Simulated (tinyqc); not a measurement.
Raising U: Hubbard ring of 5 sites, mean field against exact. Computed by the program tinyqc. Collinear unrestricted mean field (the lowest of 40 random starts) against exact diagonalisation.

one-body matrix (hopping and site energies) (eV):
```
,1,2,3,4,5
1,0.0000,-1.1700,0.0000,0.0000,-1.1700
2,-1.1700,0.0000,-1.1700,0.0000,0.0000
3,0.0000,-1.1700,0.0000,-1.1700,0.0000
4,0.0000,0.0000,-1.1700,0.0000,-1.1700
5,-1.1700,0.0000,0.0000,-1.1700,0.0000
```

electrons, up and down: 3  1

Exact and mean-field results (eV):
```
U,U/t,E exact,E mean field,mean |n_up - n_down|,"double occupancy, exact",first gap in the sector
0.580,0.496,-5.79188,-5.77820,0.400,0.111,1.601
1.170,1.000,-5.48047,-5.42420,0.400,0.101,1.557
2.340,2.000,-4.94888,-4.72220,0.400,0.081,1.414
3.510,3.000,-4.52454,-4.02020,0.400,0.064,1.249
4.680,4.000,-4.19161,-3.31820,0.400,0.050,1.097
7.020,6.000,-3.72672,-2.77096,0.735,0.031,0.862
9.360,8.000,-3.43245,-2.53948,0.767,0.020,0.705
14.040,12.000,-3.09646,-2.31884,0.786,0.010,0.522
23.400,20.000,-2.80297,-2.14698,0.795,3.87e-03,0.362
```

What does the comparison show, and why?

In absolute terms mean field is worst at U/t = 6.0, 0.956 eV too high: at small U it is nearly exact, and at large U it still misses the motion of the hole through a fluctuating spin background. Relative to the exact energy its error is 0.2 % at the smallest U, 26 % at most and 23 % at the largest. The double occupancy falls from 0.111 to 0.004.
